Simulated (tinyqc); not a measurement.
# Single-photon avalanche diode, trigger probability and counting, step by step

Numbers from tinyqc (`OMP_NUM_THREADS=1 python tinyqc.py 2630055 2630056 out.jsonl`; about 0.01 s on one thread of a shared Intel Xeon 2.30GHz). Printed values are rounded.

A multiplication layer of width W with the uniform field V/W; alpha = an exp(-bn/E) for electrons, beta = ap exp(-bp/E) for holes (local model, no dead space). a = alpha W, b = beta W. Electrons enter at x = 0, holes at x = W. P0 is the probability that an electron entering at 0 starts a lasting avalanche, PW the same for a hole entering at W.

Parameters, values chosen for the exercise; ionisation coefficients close to those of silicon:
```
symbol   value   unit                            meaning
an      7.06e5   1/cm                 electron prefactor
bn         1.2  MV/cm                     electron field
ap      1.59e6   1/cm                     hole prefactor
bp        1.98  MV/cm                         hole field
W          0.5     um  width of the multiplication layer
Vx         3.3      V                        excess bias
```

## Ionisation integrals at and above breakdown

breakdown voltage VB = 19.74886 V

Breakdown: ln(a/b) = a - b with a not equal to b. VB is given; V = VB + Vx.

E at VB = 0.3949773 MV/cm
a at VB = 1.691700
b at VB = 0.5287766
E at V = 0.4609773 MV/cm
a = 2.613572
b = 1.083866

At VB, ln(a/b) = 1.163 equals a - b.

## Iteration 1: trigger probability by substitution

P0 at the start = 0.9

PW = P0 exp(b - a)/(1 - P0 + P0 exp(b - a)); P0(new) = 1 - (1 - PW)^(a/b).

PW = 0.6609474
P0 after iteration 1 = 0.9263261

## Iteration 2: trigger probability by substitution

As before.

PW = 0.7314265
P0 after iteration 2 = 0.9579974

## Course of the iteration: trigger probability by substitution

Stop when P0 changes by less than 1e-9, or after 400 iterations. The rule counts as met only at a root strictly between 0 and 1.

Course of the iteration:

| iteration | P0 | \|change\| |
|---|---|---|
| 1 | 0.9263261 | 0.0263 |
| 2 | 0.9579974 | 0.0317 |
| 3 | 0.9863824 | 0.0284 |
| 4 | 0.9988721 | 0.0125 |
| 5 | 0.9999969 | 1.12e-3 |
| 6 | 1 | 3.09e-6 |
| 7 | 1 | 2.06e-12 |

The values settle on P0 = 1, which solves the equations for any bias and is not the wanted root. For a > b this form of the map repels from the true root, 0.8404. A rerun with the relations used the other way round, PW = 1 - (1 - P0)^(b/a); P0(new) = PW/(PW + (1 - PW) exp(b - a)), converges to it in 41 iterations.
